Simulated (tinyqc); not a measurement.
Random telegraph noise from one oxide trap in a small MOSFET: two steps of the calculation.

An acceptor-like trap exchanges electrons with the channel. Inversion charge Q = Cox u, u = n Vt W0(exp((Vg - VT)/(n Vt))), W0 the Lambert function, n = nf, Cox = eps0 eox/tox; linear regime Id = (W/L) mu Q Vd. Relative to threshold the surface potential rises by Vt ln(u/u0) and the oxide voltage by the rest of Vg - VT, with u0 = n Vt W0(1).

Values chosen for this exercise; values of the order met in silicon transistors:
```
symbol,value,unit,meaning
T,300,K,temperature
eox,3.9,,relative permittivity of the gate insulator (close to silicon dioxide)
tox,1.5,nm,insulator thickness
xt,0.67,nm,depth of the trap from the channel interface
nf,1.08,,body factor
W,77,nm,gate width
L,170,nm,gate length
mu,380,cm^2/(V s),mobility
asc,0,V s,scattering coefficient of the charged trap
Vd,0.05,V,drain voltage
```

Constants: q = 1.602176634e-19 C, kB = 1.380649e-23 J/K, Vt = kB T/q, eps0 = 8.8541878128e-14 F/cm where lengths are in cm. Results are converted to the units shown.

Task 1. Step height. A = W L; threshold step dV = q (1 - xt/tox)/(Cox A); gm/Id = 1/(u + n Vt); relative step dI/I = (gm/Id) dV + asc mu/A. Id as defined.

u = 0.21323680 V
N = 3.0638947e12 cm^-2

Wanted: electrons in the channel N A; dV; gm/Id; number part of dI/I; dI/I; Id; dI.

Result 1.

electrons in the channel N A = 401.1
dV = 0.2942 mV
gm/Id = 4.147 1/V
number part of dI/I = 0.1220 %
dI/I = 0.1220 %
Id = 4.225 uA
dI = 5.154 nA

Task 2. Lorentzian spectrum. Spectrum S(f) = 4 dI^2/{(tc + te)[(1/tc + 1/te)^2 + (2 pi f)^2]}; corner fc = (1/tc + 1/te)/(2 pi); variance dI^2 tc te/(tc + te)^2. Give S at f = 0, at fc and at 10 fc.

tc = 0.0023556594 s
te = 0.010163529 s
dI = 5.1536550 nA

Find: fc; S(0); S(fc); S(10 fc); rms current.

Result 2.

fc = 83.22 Hz
S(0) = 3.104e-20 A^2/Hz
S(fc) = 1.552e-20 A^2/Hz
S(10 fc) = 3.073e-22 A^2/Hz
rms current = 2.014 nA

The rms value is 0.391 of the step; it reaches its largest share, 1/2, when tc = te.

Range of the model: VT is taken as given; short-channel effects and the uneven flow of current among few electrons are left out.

Computed by the program tinyqc: `OMP_NUM_THREADS=1 python tinyqc.py 2710125 2710126 out.jsonl`, one thread of a shared Intel Xeon 2.30GHz, about 0.01 s for the whole run.
